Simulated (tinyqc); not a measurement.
# Worked calculation: resistance of a source-drain extension with a graded tip

Numbers from tinyqc (`OMP_NUM_THREADS=1 python tinyqc.py 2282270 2282271 out.jsonl`; about 0.03 s on one thread of a shared Intel Xeon 2.30GHz). Printed values are rounded.

y runs along the channel, the gate covers y > 0. The doping is N0 for y < y0 and N0 10^(-(y - y0)/la) beyond, uniform over the depth xj. Sheet conductance s(y) = q mu(N) max(N - Nch, 0) xj + (for y > 0) ma Cox Vo, with mu(N) = u0 + (u1 - u0)/(1 + (N/Nr)^au) and Cox = eps0 eox/tox. Current is taken as one-dimensional; depletion of the tip, spreading and the contact are left out. The metallurgical junction lies at yj, where N = Nch.

Values chosen for this exercise; mobility law close to that of electrons in silicon:
- eox = 7.46 (relative permittivity of the gate insulator (close to silicon nitride))
- tox = 2.1 nm (insulator thickness)
- N0 = 1.1e20 cm^-3 (active doping of the extension far from the gate)
- la = 5.3 nm/decade (lateral abruptness)
- y0 = -0.2 nm (position under the gate where the fall begins (gate edge at 0))
- xj = 17 nm (depth of the extension)
- Nch = 8.8e17 cm^-3 (channel doping)
- Vo = 0.52 V (gate overdrive)
- ma = 170 cm^2/(V s) (mobility of the gate-induced layer)
- u1 = 1414 cm^2/(V s) (mobility at low doping)
- u0 = 68.5 cm^2/(V s) (mobility at high doping)
- Nr = 9.2e16 cm^-3 (reference doping)
- au = 0.711 (exponent)
- Lg = 50 nm (gate length)

Constants: q = 1.602176634e-19 C, eps0 = 8.8541878128e-14 F/cm where lengths are in cm. Results are converted to the units shown.

## Sheet resistances and junction position

yj = y0 + la log10(N0/Nch); sheet resistance of the full extension 1/[q mu(N0)(N0 - Nch) xj] and of the gate-induced layer 1/(ma Cox Vo); metallurgical length Lg - 2 yj; ye is where the doped and the gate-induced conductances are equal.

yj = 10.9136 nm
sheet resistance of the extension = 436.015 ohm/square
sheet resistance of the induced layer = 3596.50 ohm/square
metallurgical length = 28.1728 nm
ye = 5.39124 nm
N at ye = 9.69263e18 cm^-3

The gate takes over 5.52 nm before the junction, where N is still 11.0 times the channel doping.

## Resistance of the overlapped part

Midpoint rule on 8 equal steps from 0 to yj: R_ov = sum h/s(y), per width.

```
point    y (nm)   N (cm^-3)  doped conductance (uS)  sheet resistance (ohm/square)
0      0.682101  7.49822e19                 1611.82                        529.137
1       2.04630  4.14535e19                 947.476                        815.977
2       3.41051  2.29174e19                 567.788                        1182.26
3       4.77471  1.26698e19                 346.391                        1601.44
4       6.13891  7.00441e18                 212.846                        2037.10
5       7.50312  3.87235e18                 127.587                        2465.27
6       8.86732  2.14081e18                 68.0756                        2889.14
7       10.2315  1.18353e18                 21.2238                        3341.44
```

R_ov = 20.274 ohm um

The exact integral is 20.293 ohm um; the coarse sum is 0.094 % below it.
